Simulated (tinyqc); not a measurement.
# p-n diode with diffusion and depletion-layer recombination: effects of single changes

Abrupt junction in the depletion approximation, low injection, full ionisation, neutral widths fixed, ohmic contact on the p side. Vj is the junction voltage; where a series resistance Rs is given, V = Vj + J Rs is the terminal voltage.

Inputs (values chosen for the exercise); band and dielectric values close to those of In0.53Ga0.47As: temperature T = 325 K; band gap Eg = 0.752 eV; relative permittivity eps_r = 14.2; conduction-band density of states at T Nc = 2.35e17 cm^-3; valence-band density of states at T Nv = 8.55e18 cm^-3; acceptor density Na = 2.8e17 cm^-3; donor density Nd = 1.2e16 cm^-3; electron mobility in the p side mun = 4300 cm^2/(V s); hole mobility in the n side mup = 250 cm^2/(V s); electron lifetime tn = 2e-9 s; hole lifetime tp = 7e-6 s; neutral width of the p side wp = 22 um; neutral width of the n side wn = 6.7 um; recombination velocity at the n contact Sp = 1e7 cm/s; series resistance Rs = 0.00058 ohm cm^2; trap level above the intrinsic level Et = 0 eV; junction voltage at which recombination is evaluated Vj = 0.21 V.

Constants: q = 1.602176634e-19 C, kB = 1.380649e-23 J/K, Vt = kB T/q, eps0 = 8.8541878128e-14 F/cm where lengths are in cm. Results are converted to the units shown.

Each table varies one quantity; the others keep the values above.

## Currents and ideality against junction voltage

ni = sqrt(Nc Nv) exp(-Eg/(2 Vt)), Eg in volts; D = mu Vt; Ln = sqrt(Dn tn), Lp = sqrt(Dp tp); J0n = q ni^2 Dn coth(wp/Ln)/(Ln Na); J0p = (q ni^2 Dp/(Lp Nd)) (s + tanh(wn/Lp))/(1 + s tanh(wn/Lp)), s = Sp Lp/Dp. J_diff = (J0n + J0p)(exp(Vj/Vt) - 1). Vbi = Vt ln(Na Nd/ni^2), W = sqrt(2 eps0 eps_r (Vbi - Vj)(1/Na + 1/Nd)/q), xp = W Nd/(Na + Nd), xn = W Na/(Na + Nd); u(x) = q Na (x + xp)^2/(2 eps0 eps_r) for x < 0 and Vbi - Vj - q Nd (xn - x)^2/(2 eps0 eps_r) for x > 0; p = Na exp(-u/Vt), n = Nd exp((u - Vbi + Vj)/Vt); U = ni^2 (exp(Vj/Vt) - 1)/(tp (n + ni exp(Et/Vt)) + tn (p + ni exp(-Et/Vt))); J_scr = q times the integral of U from -xp to xn. J = J_diff + J_scr. Ideality = (1/Vt) dVj/d ln J or (1/Vt) dV/d ln J; last column ni^2 exp(Vj/Vt)/N^2.

Currents and ideality against junction voltage:

| Vj (V) | J_diff (A/cm^2) | J_scr (A/cm^2) | J (A/cm^2) | V (V) | ideality against Vj | ideality against V | minority/doping, lighter side |
|---|---|---|---|---|---|---|---|
| 0.14 | 1.809e-4 | 2.283e-5 | 2.037e-4 | 0.1400 | 1.020 | 1.020 | 4.512e-6 |
| 0.18 | 7.583e-4 | 6.584e-5 | 8.242e-4 | 0.1800 | 1.022 | 1.022 | 1.882e-5 |
| 0.21 | 0.002216 | 1.371e-4 | 0.002353 | 0.2100 | 1.020 | 1.020 | 5.494e-5 |
| 0.24 | 0.006470 | 2.724e-4 | 0.006742 | 0.2400 | 1.015 | 1.016 | 1.604e-4 |
| 0.27 | 0.01889 | 5.198e-4 | 0.01941 | 0.2700 | 1.011 | 1.012 | 4.681e-4 |
| 0.31 | 0.07879 | 0.001171 | 0.07996 | 0.3100 | 1.007 | 1.008 | 0.001952 |
| 0.34 | 0.2300 | 0.002083 | 0.2321 | 0.3401 | 1.004 | 1.009 | 0.005699 |
| 0.37 | 0.6713 | 0.003578 | 0.6749 | 0.3704 | 1.003 | 1.017 | 0.01663 |
| 0.4 | 1.959 | 0.005814 | 1.965 | 0.4011 | 1.002 | 1.042 | 0.04855 |

The ideality against Vj goes from 1.020 through a maximum of 1.022 (at Vj = 0.18 V among the rows listed) to 1.002. Diffusion is the larger current in every row. J_scr alone has an ideality of 1.35 between the first two rows and 2.21 between the last two.

## Effect of the hole lifetime

Same model as above.

J = J_diff + J_scr.

The same in every row: J0n (A/cm^2) = 6.156e-7.

Result of one run:

| tp (s) | J0p (A/cm^2) | J_diff (A/cm^2) | J_scr (A/cm^2) | J_scr/J (%) | wn/Lp |
|---|---|---|---|---|---|
| 1e-9 | 4.897e-6 | 0.009944 | 0.02334 | 70.12 | 8.007 |

What becomes of these results when the hole lifetime tp is changed from 1e-9 to 1e-8 s, all else the same?

Result of the changed run:

| tp (s) | J0p (A/cm^2) | J_diff (A/cm^2) | J_scr (A/cm^2) | J_scr/J (%) | wn/Lp |
|---|---|---|---|---|---|
| 1e-8 | 1.568e-6 | 0.003939 | 0.006446 | 62.07 | 2.532 |

The whole series:

| tp (s) | J0p (A/cm^2) | J_diff (A/cm^2) | J_scr (A/cm^2) | J_scr/J (%) | wn/Lp |
|---|---|---|---|---|---|
| 1e-10 | 1.548e-5 | 0.02904 | 0.08580 | 74.71 | 25.32 |
| 1e-9 | 4.897e-6 | 0.009944 | 0.02334 | 70.12 | 8.007 |
| 1e-8 | 1.568e-6 | 0.003939 | 0.006446 | 62.07 | 2.532 |
| 1e-7 | 7.364e-7 | 0.002439 | 0.001779 | 42.18 | 0.8007 |
| 1e-6 | 6.239e-7 | 0.002236 | 4.685e-4 | 17.32 | 0.2532 |
| 1e-5 | 6.122e-7 | 0.002215 | 1.078e-4 | 4.641 | 0.08007 |
| 0.0001 | 6.110e-7 | 0.002213 | 1.960e-5 | 0.8778 | 0.02532 |

As tp goes from 1e-10 to 0.0001, J0p falls from 1.55e-5 to 6.11e-7 A/cm^2, J_scr falls from 0.0858 to 1.96e-5 A/cm^2 and its share falls from 74.7 to 0.878 %. J0p goes as tp^(-0.50) at the start and tp^(0.00) at the end.

Computed by the program tinyqc: `OMP_NUM_THREADS=1 python tinyqc.py 2260069 2260070 out.jsonl`, one thread of a shared Intel Xeon 2.30GHz, about 0.01 s for the whole run.
